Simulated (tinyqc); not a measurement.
# MESFET, gradual channel with velocity saturation: effect of the saturation velocity on saturation

A uniformly doped n-type channel, depleted from the top by a Schottky gate; at channel potential V the depleted share of a is u = sqrt((Vbi - Vg + V)/Vp), s at the source. Electrons drift with v = mu E/(1 + mu E/vsat). Abrupt depletion edge, no series resistance, source at 0.

Vbi = phiB - Vt ln(Nc/Nd); Vp = q Nd a^2/(2 eps0 eps_r); G0 = q mu Nd a W/L; Z = mu Vp/(vsat L); s = sqrt((Vbi - Vg)/Vp). I = (G0 Vp/3) F/(1 + Z (u^2 - s^2)), F = 3 (u^2 - s^2) - 2 (u^3 - s^3), with u at V = Vd; Z = 0 gives constant mobility, for which u stops at 1. The current peaks at u = um, the root of (1 - u)(1 + Z (u^2 - s^2)) = Z F/3; beyond Vdsat = Vp (um^2 - s^2) it is held at that value. gm = G0 (um - s)/(1 + Z (um^2 - s^2)).

Inputs (values chosen for the exercise); material values close to those of gallium arsenide: temperature T = 300 K; relative permittivity of the semiconductor eps_r = 13; conduction-band density of states at T Nc = 4.39e17 cm^-3; donor density of the channel Nd = 2.4e17 cm^-3; channel thickness a = 140 nm; low-field mobility at this doping mu = 3500 cm^2/(V s); gate length L = 1 um; gate width W = 200 um; Schottky barrier phiB = 0.62 V; gate voltage Vg = -1.2 V.

Constants: q = 1.602176634e-19 C, kB = 1.380649e-23 J/K, Vt = kB T/q, eps0 = 8.8541878128e-14 F/cm where lengths are in cm. Results are converted to the units shown.

The same in every row: Isat for Z = 0 (mA) = 67.81.

Results:
```
vsat (cm/s)      Z      um  Vdsat (V)  Isat (mA)  gm (mS)
3e6          38.19  0.8206     0.4001      5.795    5.199
7.7e6        14.88  0.8544     0.5856      12.07    11.53
1.2e7        9.549  0.8727     0.6888      16.45    16.31
2e7          5.729  0.8947     0.8160      22.68    23.63
3.1e7        3.696  0.9135     0.9275      28.87    31.49
5e7          2.292  0.9329      1.045      36.10    41.47
```

Estimate the missing row, vsat = 4.8e6 cm/s.

Computed row:
```
vsat (cm/s)      Z      um  Vdsat (V)  Isat (mA)  gm (mS)
4.8e6        23.87  0.8365     0.4863      8.450    7.799
```

With this row back in the table: As vsat goes from 3e6 to 5e7 cm/s, Vdsat rises from 0.400 to 1.05 V, Isat rises from 5.80 to 36.1 mA and gm rises from 5.20 to 41.5 mS. Isat is 0.0855 of the constant-mobility value in the first row and 0.532 in the last. In every row Nd is not small against Nc, so the Boltzmann form of Vbi is rough.

Computed by the program tinyqc: `OMP_NUM_THREADS=1 python tinyqc.py 2500107 2500108 out.jsonl`, one thread of a shared Intel Xeon 2.30GHz, about 0.07 s for the whole run.
